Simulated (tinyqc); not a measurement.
Inside a calculation. Method: G0W0 on RHF in the sto-3g basis, for BeH2, spin multiplicity 1. One step of it, computed by the program tinyqc.

Problem. G0W0 on Hartree-Fock: HOMO. W(p,q,m) = sqrt2 sum_ia (pq|ia) (X+Y)_ia,m; Sigma_c(x) = sum_(i,m) W^2/(x - e_i + w_m) + sum_(a,m) W^2/(x - e_a - w_m); solve x = e_p + Sigma_c(x) by Newton steps; Z = 1/(1 - dSigma/dx); 1 hartree = 27.211386 eV.

orbital energies (hartree): MO1 -4.525056, MO2 -0.439584, MO3 -0.400452, MO4 0.213510, MO5 0.213510, MO6 0.413344, MO7 0.824943

Two-electron integrals over orbitals (pq|rs), unique and non-zero (hartree):
```
(11|11) 2.271643    (21|11) -0.192328   (21|21) 0.025049    (22|11) 0.473056
(22|21) -0.006177   (22|22) 0.387179    (31|31) 0.005512    (32|31) 0.012581
(32|32) 0.162097    (33|11) 0.440445    (33|21) -0.002591   (33|22) 0.399994
(33|33) 0.423293    (41|41) 0.015760    (42|41) 0.015094    (42|42) 0.048363
(43|43) 0.013636    (44|11) 0.569179    (44|21) -0.007631   (44|22) 0.361842
(44|33) 0.346915    (44|44) 0.449859    (51|51) 0.015760    (52|51) 0.015094
(52|52) 0.048363    (53|53) 0.013636    (54|54) 0.024249    (55|11) 0.569179
(55|21) -0.007631   (55|22) 0.361842    (55|33) 0.346915    (55|44) 0.401360
(55|55) 0.449859    (61|11) -0.188582   (61|21) 0.025162    (61|22) -0.006367
(61|33) -0.003532   (61|44) -0.005256   (61|55) -0.005256   (61|61) 0.025427
(62|11) 0.123989    (62|21) -0.006344   (62|22) -0.019851   (62|33) -0.044068
(62|44) 0.059527    (62|55) 0.059527    (62|61) -0.004707   (62|62) 0.080089
(63|31) -0.001475   (63|32) -0.093163   (63|63) 0.084693    (64|41) 0.016338
(64|42) 0.047066    (64|64) 0.050316    (65|51) 0.016338    (65|52) 0.047066
(65|65) 0.050316    (66|11) 0.469813    (66|21) -0.006726   (66|22) 0.387431
(66|33) 0.398521    (66|44) 0.360883    (66|55) 0.360883    (66|61) -0.006406
(66|62) -0.031124   (66|66) 0.403366    (71|31) 0.010414    (71|32) 0.019238
(71|63) -0.000902   (71|71) 0.019941    (72|31) 0.004060    (72|32) -0.041777
(72|63) 0.061730    (72|71) 0.007903    (72|72) 0.056856    (73|11) 0.145511
(73|21) -0.004544   (73|22) -0.002403   (73|33) -0.018863   (73|44) 0.064646
(73|55) 0.064646    (73|61) -0.003514   (73|62) 0.075607    (73|66) -0.023107
(73|73) 0.084581    (74|43) 0.013560    (74|74) 0.016768    (75|53) 0.013560
(75|75) 0.016768    (76|31) 0.010524    (76|32) 0.141555    (76|63) -0.093324
(76|71) 0.016472    (76|72) -0.051785   (76|76) 0.138846    (77|11) 0.563323
(77|21) -0.008323   (77|22) 0.415232    (77|33) 0.432937    (77|44) 0.385008
(77|55) 0.385008    (77|61) -0.008266   (77|62) -0.028014   (77|66) 0.424310
(77|73) -0.003706   (77|77) 0.472850
```

excitation energies w (hartree): 0.640655  0.640655  0.743215  0.743215  0.935870  0.951871  1.395874  1.418001  4.770036  4.770036  4.989006  5.389757

X + Y:
```
             1         2          3          4          5          6          7         8
1>4   0.000000  0.000000  -0.012080  -0.000001   0.000000   0.000000   0.000000  0.000000
1>5   0.000000  0.000000   0.000001  -0.012080   0.000000   0.000000   0.000000  0.000000
1>6   0.000000  0.000000   0.000000   0.000000   0.000000   0.002548   0.000000  0.003619
1>7   0.000000  0.000000   0.000000   0.000000   0.002299   0.000000  -0.005634  0.000000
2>4   0.000000  0.000000   0.937402   0.000081   0.000000   0.000000   0.000000  0.000000
2>5   0.000000  0.000000  -0.000081   0.937402   0.000000   0.000000   0.000000  0.000000
2>6   0.000000  0.000000   0.000000   0.000000   0.000000   0.905158   0.000000  0.226967
2>7   0.000000  0.000000   0.000000   0.000000  -0.279692   0.000000   0.923822  0.000000
3>4   0.957162  0.205371   0.000000   0.000000   0.000000   0.000000   0.000000  0.000000
3>5  -0.205371  0.957162   0.000000   0.000000   0.000000   0.000000   0.000000  0.000000
3>6   0.000000  0.000000   0.000000   0.000000   0.905105   0.000000   0.183722  0.000000
3>7   0.000000  0.000000   0.000000   0.000000   0.000000  -0.332046   0.000000  0.888908

            9        10         11         12
1>4  0.996684  0.000000   0.000000   0.000000
1>5  0.000000  0.996684   0.000000   0.000000
1>6  0.000000  0.000000   0.994913   0.000000
1>7  0.000000  0.000000   0.000000   0.996300
2>4  0.001770  0.000000   0.000000   0.000000
2>5  0.000000  0.001770   0.000000   0.000000
2>6  0.000000  0.000000  -0.000677   0.000000
2>7  0.000000  0.000000   0.000000   0.001465
3>4  0.000000  0.000000   0.000000   0.000000
3>5  0.000000  0.000000   0.000000   0.000000
3>6  0.000000  0.000000   0.000000  -0.000094
3>7  0.000000  0.000000  -0.000757   0.000000
```

Give: The 12 largest terms at x = e_p; Newton steps; quasiparticle energy of the HOMO; Hartree-Fock value.

Solution.

The 12 largest terms at x = e_p (hartree; W for the signs of X + Y given):
```
q   m       W       term
2   5  -0.103      0.011
7   8   0.131     -0.006
6   7   0.103  -4.77e-03
2   7  -0.079   4.34e-03
6   5   0.084  -4.03e-03
3   6  -0.048   2.38e-03
7   6   0.057  -1.50e-03
3   8  -0.038   1.01e-03
5   2   0.018  -2.72e-04
4   1   0.018  -2.72e-04
2  12   0.027   1.35e-04
1  12   0.015   2.27e-05
```

Newton steps (hartree):
```
step       x  Sigma_c(x)      Z
0     -0.400    1.39e-03  0.975
1     -0.399    1.36e-03  0.975
2     -0.399    1.36e-03  0.975
```

quasiparticle energy of the HOMO = -10.860 eV

Hartree-Fock value = -10.897 eV
